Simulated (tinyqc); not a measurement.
Surface segregation during layer-by-layer epitaxy: two-layer exchange kinetics and the shape of quantum wells and delta layers: one step, computed by the program tinyqc. Command: `OMP_NUM_THREADS=1 python tinyqc.py 3001097 3001098 out.jsonl mbeseg walk`. One thread of a shared host (Intel(R) Xeon(R) Processor @ 2.30GHz), about 0.02 s of CPU time with the checks.

Atoms A and B exchange only between the growing layer and the one below it. B is supplied for N layers, then pure A follows.

Task: The second layer. Each layer is deposited complete with B share x_dep and then exchanges for the time tau = 1/G with the layer below, whose share is b (total c = s + b fixed): ds/dt = p1 b (1 - s) - p2 s (1 - b), s(0) = x_dep. With the roots s1 < s2 of the right side, (s - s1)/(s - s2) = [(s(0) - s1)/(s(0) - s2)] exp(-(p1 - p2)(s2 - s1) tau). The lower layer is then buried with c - s, and s becomes the b of the next layer. Layer 1 is deposited on pure A with share x0; with nothing to lift from below, take b = 0 and s(0) = x0 for it. Then layer 2 has x_dep = x0.

Inputs (values chosen for the exercise, close to those used for germanium in silicon):

| quantity | value | unit |
|---|---|---|
| growth rate G | 0.29 | layers/s |
| share x0 of B in the flux during the well | 0.2 | - |
| layers in the well N | 10 | - |
| temperature T | 340 | C |

p1 = 1.030887 1/s

p2 = 0.004261477 1/s

Give: share in layer 1 after its exchange; root s1 for layer 2; root s2 for layer 2; share in layer 2 after its exchange; share buried in layer 1.

Result:

share in layer 1 after its exchange = 0.1990

root s1 for layer 2 = 0.3963

root s2 for layer 2 = 1.011

share in layer 2 after its exchange = 0.3790

share buried in layer 1 = 0.02007
